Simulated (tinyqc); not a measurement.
Frequency dispersion of an accumulation capacitance by border traps, distributed model: one step of the calculation.

Traps spread evenly through the insulator exchange electrons with the semiconductor by tunnelling, with tau(x) = t0 exp(2 ka x) at depth x from the interface. The admittance per area Y seen at depth x obeys dY/dx = -Y^2/(i w eps0 eox) + q Nb ln(1 + i w tau)/tau, with Y(0) = i w Cs and w = 2 pi f; the gate sees Y(tox) = G + i w C. Working variable y = Y/(i w), in uF/cm^2. Cox = eps0 eox/tox.

Problem. Capacitance and conductance at the gate. Beyond xe the traps are ignored, so 1/y(tox) = 1/y(xe) + (tox - xe)/(eps0 eox); C = Re y, G/w = -Im y, loss tangent G/(w C).

Parameters, values chosen for the exercise; permittivity close to that of silicon dioxide: relative permittivity of the insulator eox = 4.02; insulator thickness tox = 4.1 nm; depth down to which the steps are taken xe = 1.1 nm.

Constants: eps0 = 8.8541878128e-14 F/cm where lengths are in cm. Results are converted to the units shown.

y at xe = 2.2078082-0.1173943i uF/cm^2

Find: y at the gate; C; G/w; loss tangent.

Solution.

y at the gate = 0.7722-0.0143i uF/cm^2
C = 0.7722 uF/cm^2
G/w = 0.01433 uF/cm^2
loss tangent = 0.01855

tinyqc, about 0.5 s, one thread, Intel Xeon 2.30GHz (shared host): `OMP_NUM_THREADS=1 python tinyqc.py 2202077 2202078 out.jsonl`
